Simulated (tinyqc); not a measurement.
Order of the levels against the shift of xy: tight-binding t2g bands of a cubic perovskite.

Orbitals yz, zx, xy (X, Y, Z below) times spin. E_xy = Dt + 2t (2 - cos x - cos y) + 2 td (1 - cos z) + 4 t2 (1 - cos x cos y) with x = kx a and so on; yz and zx follow by cyclic change, without Dt. Spin-orbit term -(Dso/3) L.sigma + Dso/3 with (L_k)_ij = -i epsilon_kij in X, Y, Z: for Dt = 0 the quartet lies at 0 and the doublet at Dso.

Constants: hbar^2/2m0 = 3.80998211 eV angstrom^2.

Inputs chosen for the exercise (of the size met in SrTiO3 and KTaO3; the results hold for these values, not for the real material):

| symbol | value | unit | meaning |
|---|---|---|---|
| a | 3.901 | angstrom | lattice constant |
| t | 0.374 | eV | strong hopping |
| td | 0.024 | eV | weak hopping |
| t2 | 0.043 | eV | diagonal hopping in the plane of the orbital |
| Dso | 0.443 | eV | spin-orbit splitting at Gamma |

Levels at Gamma, the xy weight of the lowest pair and its mass along [100] from m/m0 = c q^2/(E(q) - E(0)), q = 0.001 (2 pi/a).

At Gamma:

| Dt (eV) | pair 1 (eV) | pair 2 (eV) | pair 3 (eV) | xy weight of pair 1 | mass (m0) |
|---|---|---|---|---|---|
| -0.30 | -0.2346 | 0.0000 | 0.3776 | 0.866 | 0.581 |
| -0.08 | -0.0563 | 0.0000 | 0.4193 | 0.739 | 0.621 |
| -0.03 | -0.0204 | 0.0000 | 0.4334 | 0.696 | 0.636 |
| -0.01 | -0.0067 | 0.0000 | 0.4397 | 0.677 | 0.643 |
| 0.01 | 0.0000 | 0.0066 | 0.4464 | 0.000 | 1.035 |
| 0.03 | 0.0000 | 0.0195 | 0.4535 | 0.000 | 1.035 |
| 0.08 | 0.0000 | 0.0499 | 0.4731 | 0.000 | 1.035 |
| 0.15 | 0.0000 | 0.0877 | 0.5053 | 0.000 | 1.035 |

Give the missing row, Dt (eV) = -0.15.

Computed row:
```
Dt (eV)  pair 1 (eV)  pair 2 (eV)  pair 3 (eV)  xy weight of pair 1  mass (m0)
-0.15        -0.1099       0.0000       0.4029                0.790      0.604
```

For Dt > 0 the lowest pair is the pure yz, zx combination at 0, with mass 1.035 at Dt = 0.15 eV. For Dt < 0 it gains xy weight, 0.68 at -0.01 and 0.87 at -0.3 eV, and its mass tends to the light value 0.544; the scale of the change is Dso = 0.443 eV.

Program tinyqc; command `OMP_NUM_THREADS=1 python tinyqc.py 1481974 1481975 out.jsonl`; about 0.01 s on one thread of a shared Intel(R) Xeon(R) Processor @ 2.30GHz.
